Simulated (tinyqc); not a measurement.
Read current of a NAND string, cells in series solved by shooting: one step of the calculation.

Cells in series, numbered from 0 at the source line (0 V) to the bit line, each followed by a gap resistance Rg. A cell with gate Vg, threshold VT, source Vs and drain Vd passes I = 2 nf K Vt^2 [F(Vs) - F(Vd)]/(1 + th max(Vg - VT, 0)), F(V) = ln^2(1 + exp((Vg - VT - nf V)/(2 nf Vt))). The selected cell has Vg = Vr, the others Vg = Vp.

Question. Node voltages for a trial current. For a trial current I start at 0 V and, cell by cell (the selected one is cell 4), solve for the drain: sqrt(F(Vd)) = sqrt(F(Vs) - I/k), k = 2 nf K Vt^2/(1 + th max(Vg - VT, 0)), Vd = [Vg - VT - 2 nf Vt ln(exp(sqrt F) - 1)]/nf, then add I Rg.

Parameters, values chosen for the exercise; values of the order met in vertical NAND strings:

| symbol | value | unit | meaning |
|---|---|---|---|
| T | 358 | K | temperature |
| K | 20 | uA/V^2 | gain factor of a cell |
| nf | 1.8 |  | slope factor |
| th | 0.18 | 1/V | mobility reduction factor |
| Rg | 6.4 | kohm | resistance of the gap between cells |
| Vbl | 0.5 | V | bit-line voltage |
| Vp | 6.4 | V | pass voltage |
| Vr | 1.7 | V | read voltage on the selected word line |

Constants: q = 1.602176634e-19 C, kB = 1.380649e-23 J/K, Vt = kB T/q. Results are converted to the units shown.

second trial current = 1.8 uA
thresholds from the source end, cell 0 to 4 (V): 3.3  3.3  3.3  3.3  0.4

Find: node voltage after each cell and gap, trial 2.

Answer.

node voltage after each cell and gap, trial 2, cell 0 to 4 (V): 0.057362  0.11635  0.17713  0.23992  0.40352

Computed by the program tinyqc: `OMP_NUM_THREADS=1 python tinyqc.py 2142140 2142141 out.jsonl`, one thread of a shared Intel Xeon 2.30GHz, about 0.6 s for the whole run.
